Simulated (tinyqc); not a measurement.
# Worked calculation: frequency dispersion of an accumulation capacitance by border traps, distributed model

Program tinyqc, `OMP_NUM_THREADS=1 python tinyqc.py 2202078 2202079 out.jsonl`; Intel Xeon 2.30GHz, shared host, one thread, about 0.6 s. Printed values are rounded.

Traps spread evenly through the insulator exchange electrons with the semiconductor by tunnelling, with tau(x) = t0 exp(2 ka x) at depth x from the interface. The admittance per area Y seen at depth x obeys dY/dx = -Y^2/(i w eps0 eox) + q Nb ln(1 + i w tau)/tau, with Y(0) = i w Cs and w = 2 pi f; the gate sees Y(tox) = G + i w C. Working variable y = Y/(i w), in uF/cm^2. Cox = eps0 eox/tox.

Parameters, values chosen for the exercise; permittivity close to that of hafnium oxide: relative permittivity of the insulator eox = 19.4; insulator thickness tox = 12 nm; semiconductor capacitance in accumulation Cs = 3 uF/cm^2; density of border traps Nb = 2.7e19 cm^-3 eV^-1; decay constant of the wave function in the insulator ka = 4.7 1/nm; time constant of a trap at the interface t0 = 3e-11 s; frequency f = 100 Hz; depth down to which the steps are taken xe = 2.4 nm.

Constants: q = 1.602176634e-19 C, eps0 = 8.8541878128e-14 F/cm where lengths are in cm. Results are converted to the units shown.

## Scales and lumped estimate

Cox; trap-free value 1/(1/Cox + 1/Cs); response depth d = ln(1/(w t0))/(2 ka), where w tau = 1; lumped estimate: all traps within d act as C_bt = q Nb d placed at d/2, so C = 1/{1/[1/(1/Cs + d/(2 eps0 eox)) + C_bt] + (tox - d/2)/(eps0 eox)}.

Cox = 1.43143 uF/cm^2
trap-free C = 0.969052 uF/cm^2
d = 1.89221 nm
C_bt = 0.818547 uF/cm^2
lumped C = 1.06583 uF/cm^2

The traps within reach amount to 0.273 Cs and lie in the first 15.8 % of the insulator.

## Midpoint steps through the active depth

In terms of y: dy/dx = -y^2/(eps0 eox) + s(x), s = q Nb ln(1 + z)/z, z = i w tau. 9 midpoint steps of h = xe/9: y_half = y + (h/2) y'(x, y), y(new) = y + h y'(x + h/2, y_half).

```
point	x (nm)	s (uF/(cm^2 nm))	y (uF/cm^2)
0	0	0.432588+0.000000i	3.00000+0.00000i
1	0.266667	0.432588+0.000000i	2.97677+0.00000i
2	0.533333	0.432588-0.000001i	2.95558+0.00000i
3	0.8	0.432588-0.000008i	2.93625+0.00000i
4	1.06667	0.432588-0.000092i	2.91861-0.00001i
5	1.33333	0.432584-0.001131i	2.90249-0.00009i
6	1.6	0.431996-0.013843i	2.88774-0.00113i
7	1.86667	0.366556-0.132434i	2.87239-0.01350i
8	2.13333	0.065811-0.101885i	2.79687-0.05582i
9	2.4	0.005713-0.017454i	2.68523-0.06213i
```

## Capacitance and conductance at the gate

y at xe = 2.68523-0.06213i uF/cm^2

Beyond xe the traps are ignored, so 1/y(tox) = 1/y(xe) + (tox - xe)/(eps0 eox); C = Re y, G/w = -Im y, loss tangent G/(w C).

y at the gate = 1.07392-0.00993i uF/cm^2
C = 1.07392 uF/cm^2
G/w = 0.00993337 uF/cm^2
loss tangent = 0.00924967

A fine integration over the whole insulator gives C = 1.0745 and G/w = 0.01015 uF/cm^2; the coarse G/w is 2.1 % below that. The fine C is 11 % above the trap-free value, and the lumped estimate is 0.81 % below the fine result.
